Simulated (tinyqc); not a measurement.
Worked calculation: Landau levels of massless Dirac electrons. Values are carried at full precision from step to step, so a last printed digit may differ when a step is redone from the rounded ones.

In a field B along z: l = 1/sqrt((e/hbar) B) is the magnetic length, n_B = B/(h/e) the number of states per area in one level, hbar wc = 2 muB B/m for mass m in m0; 1/angstrom^2 = 1e16/cm^2.

Constants: e/hbar = 1.519267448e-05 1/(T angstrom^2); h/e = 413566.7697 T angstrom^2; muB = 5.788381798e-05 eV/T; e^2/h = 3.874045865e-05 S.

Inputs chosen for the exercise (out of a larger set: near those of graphene; not measured data): B = 12.9 T (magnetic field); n = 2.8 x 1e11/cm^2 (electron sheet density); hv = 7.07 eV angstrom (hbar v).

## Scales set by the field

Give l, n_B and the filling factor nu = n/n_B.

l = 71.43 angstrom
n_B = 3.1192 x 1e11/cm^2
nu = 0.898

## The lowest levels

E_N = sqrt(2N) hv/l for N = 0, 1, 2, ... and the mirror levels below zero; each is fourfold (spin, valley), Zeeman splitting left out; half of level 0 belongs to the electrons.

List the eight lowest, in meV, with the gap to the next.

Levels:

| label | E (meV) | gap above (meV) |
|---|---|---|
| 0 | 0.000 | 139.974 |
| 1 | 139.974 | 57.979 |
| 2 | 197.953 | 44.489 |
| 3 | 242.442 | 37.506 |
| 4 | 279.947 | 33.043 |
| 5 | 312.991 | 29.873 |
| 6 | 342.864 | 27.471 |
| 7 | 370.336 | 25.570 |

The largest of these gaps, 139.97 meV, first occurs above level 0 and is kB T at 1624 K.

## Where EF lies

Level 0 takes 2 n_B electrons and each higher level 4 n_B. At zero temperature and without broadening EF sits in the partly filled level.

Fill the listed levels in order up to nu; give the partly filled level, its energy and its filled share.

level: 0

EF = 0.000 meV
filled share = 0.449

## Fields of the Hall plateaus

A plateau is centred where nu = n/n_B equals 2, 6, 10, 14, 18, 22; there rho_xy = h/(nu e^2).

Plateaus:

| nu | B (T) | 1/B (1/T) | rho_xy (kohm) |
|---|---|---|---|
| 2 | 5.790 | 0.1727 | 12.9064 |
| 6 | 1.930 | 0.5181 | 4.3021 |
| 10 | 1.158 | 0.8636 | 2.5813 |
| 14 | 0.827 | 1.2090 | 1.8438 |
| 18 | 0.643 | 1.5544 | 1.4340 |
| 22 | 0.526 | 1.8998 | 1.1733 |

## Checks

- Level 3 from the Dirac matrix in 40 oscillator states against the formula, meV: both 242.442.

Run: tinyqc, `OMP_NUM_THREADS=1 python tinyqc.py 1250691 1250692 out.jsonl`; Intel(R) Xeon(R) Processor @ 2.30GHz, one thread, shared host; about 0.01 s of CPU time with all checks.
